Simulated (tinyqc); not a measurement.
Worked calculation: Koster-Slater impurity in an sp3s* host. Values are carried at full precision from step to step, so a last printed digit may differ when a step is redone from the rounded ones.

sp3s* tight binding, nearest neighbours only: anion (a) at 0, cation (c) at a/4 (1,1,1), orbitals s, px, py, pz, s* on each; k in units of 2 pi/a. With phases e_j = exp(i (pi/2) k.n_j) for n = (1,1,1), (1,-1,-1), (-1,1,-1), (-1,-1,1): g0 = (e1+e2+e3+e4)/4, g1 = (e1+e2-e3-e4)/4, g2 = (e1-e2+e3-e4)/4, g3 = (e1-e2-e3+e4)/4. The diagonal holds the levels Esa, Epa, Exa (s*) and Esc, Epc, Exc. Anion-cation block: <sa|sc> = Vss g0; <sa|xc> = Vsapc g1; <xa|sc> = -Vscpa g1; <xa|xc> = Vxx g0; <xa|yc> = <ya|xc> = Vxy g3, <xa|zc> = <za|xc> = Vxy g2, <ya|zc> = <za|yc> = Vxy g1; <s*a|xc> = Vxapc g1; <xa|s*c> = -Vpaxc g1; y and z take g2 and g3 in place of g1; s-s* and s*-s* vanish.

Values chosen for the exercise (out of a larger set: near a published set for SiC; not measured data): p = (-8.403, 2.115, -4.815, 4.329, 9.624, 9.383, -12.421, 3.028, 5.949, 9.546, 9.218, 8.768, 4.383) eV (order Esa, Epa, Esc, Epc, Exa, Exc, Vss, Vxx, Vxy, Vsapc, Vscpa, Vxapc, Vpaxc); N = 5 (mesh); V = 17 eV (shift of the p levels).

## The gap of the host

Gaps from the top of the valence band to Gamma, to the minimum on (x,0,0) from 0.5 to 1, and to L; the smallest is Eg.

top of the valence band on the scale of the parameters = -0.0020 eV

gaps (eV): Gamma 5.9429, Delta 2.3164, L 3.5534

Eg (smallest gap of the host) = 2.31636 eV

## Where the weight lies

A defect on an anion site (a) shifts the s level there by Vs or the three p levels by Vp and leaves the rest. A level in the gap solves 1/Vs = G_s(E) (symmetry A1) or 1/Vp = G_p(E) (T2, threefold), with G(E) = (1/N^3) sum over k and bands of w/(E - e), where w is the weight of the state on the s orbital of that site, or the mean weight on its px, py, pz. Mesh: k = f1 (-1,1,1) + f2 (1,-1,1) + f3 (1,1,-1), f = (j + 1/2)/N, j = 0 to N - 1. Energies from the top of the valence band at Gamma; the s* orbital of the site is left as it is. An infinite shift removes the s or p orbitals, the model of the ideal vacancy: G(E) = 0.

For each band: mean energy over the mesh and summed weights; each column of weights adds to one.

Bands:

| band | mean energy (eV) | s weight | p weight |
|---|---|---|---|
| 1 | -16.100 | 0.5842 | 0.0105 |
| 2 | -8.846 | 0.1018 | 0.1100 |
| 3 | -2.199 | 0.0027 | 0.2003 |
| 4 | -1.773 | 0.0009 | 0.2039 |
| 5 | 3.147 | 0.1830 | 0.0258 |
| 6 | 5.858 | 0.0696 | 0.0960 |
| 7 | 8.232 | 0.0001 | 0.1283 |
| 8 | 8.639 | 0.0028 | 0.1270 |
| 9 | 11.960 | 0.0081 | 0.0921 |
| 10 | 16.223 | 0.0467 | 0.0062 |

The filled bands hold 0.690 of the s orbital and 0.525 of each p orbital of the anion. Filled states add positive terms to G in the gap and empty ones negative terms.

## Green functions across the gap

G at nine energies E = Eg j/8.

G(E) (1/eV):

| E (eV) | G_s | G_p |
|---|---|---|
| 0.0000 | -0.02742 | 0.23248 |
| 0.2895 | -0.03705 | 0.16018 |
| 0.5791 | -0.04856 | 0.12335 |
| 0.8686 | -0.06303 | 0.09679 |
| 1.1582 | -0.08228 | 0.07539 |
| 1.4477 | -0.11002 | 0.05687 |
| 1.7373 | -0.15546 | 0.03974 |
| 2.0268 | -0.25212 | 0.02236 |
| 2.3164 | -0.90781 | -0.00367 |

Both fall with E, as dG/dE = -sum w/(E - e)^2 demands. G_s keeps its sign, so the vacancy has no level of this symmetry in the gap. G_p changes sign, so the vacancy has a level of this symmetry in the gap.

## A first estimate from the table

A defect that shifts the p level of its anion site by V has a level where the host Green function G_p(E) equals 1/V; E is counted from the top of the valence band. Find it by linear interpolation between the two rows that bracket it.

1/V = 0.05882 1/eV
estimated level = 1.417 eV

## The level and its weight on the defect

Solve by bisection with the full sum. The weight of the bound state on the shifted orbital is G^2/(-G'), which is also dE/dV.

level = 1.4157 eV
G'(E) = -0.06133 1/eV^2
weight on the defect orbital = 0.0564

The level lies 1.416 eV above the valence band and 0.901 eV below the conduction band. Only 5.6 % of it sits on the shifted orbital, the rest on other orbitals, so a shift of 1 eV moves the level by about 56 meV.

## Checks

- Sum of the s weights over all bands against one: both 1.00000.
- First moment of the s weights against the s level of the site, on the scale of the parameters: both -8.40300.

Run: tinyqc, `OMP_NUM_THREADS=1 python tinyqc.py 1481197 1481198 out.jsonl`; Intel(R) Xeon(R) Processor @ 2.30GHz, one thread, shared host; about 0.02 s of CPU time with all checks.
